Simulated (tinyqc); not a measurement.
Electron mobility in a silicon inversion layer, empirical terms and Matthiessen rule: one step of the calculation.

Inversion layer of sheet density Ns on a uniformly doped body, under a high-permittivity gate with an interlayer. The mobility terms are empirical power laws with prefactors chosen for the exercise; adding their inverses (Matthiessen) is itself an approximation.

Task. Depletion charge and effective field. ni = sqrt(Nc Nv) exp(-Eg/(2 Vt)), Eg in volts; Ndep = sqrt(2 eps0 eps_r Nb (2 Vt ln(Nb/ni) + Vsb)/q); E = q (Ndep + eta Ns)/(eps0 eps_r), in MV/cm.

Inputs (values chosen for the exercise); material values close to those of silicon:
- T = 350 K (temperature)
- Eg = 1.12 eV (band gap)
- eps_r = 11.8 (relative permittivity of the semiconductor)
- Nc = 3.53e19 cm^-3 (conduction-band density of states at T)
- Nv = 3.3e19 cm^-3 (valence-band density of states at T)
- Nb = 2.3e17 cm^-3 (body doping)
- Vsb = 0 V (reverse body bias)
- eta = 0.5 (weight of the inversion charge in the effective field)
- Ns = 5.9e11 cm^-2 (inversion density)

Constants: q = 1.602176634e-19 C, kB = 1.380649e-23 J/K, Vt = kB T/q, eps0 = 8.8541878128e-14 F/cm where lengths are in cm. Results are converted to the units shown.

Find: ni; Ndep; E.

Result.

ni = 2.9478e11 cm^-3
Ndep = 1.5668e12 cm^-2
E = 0.28551 MV/cm

The depletion charge gives 84.2 % of the field.

Computed by the program tinyqc: `OMP_NUM_THREADS=1 python tinyqc.py 2510039 2510040 out.jsonl`, one thread of a shared Intel Xeon 2.30GHz, about 0.01 s for the whole run.
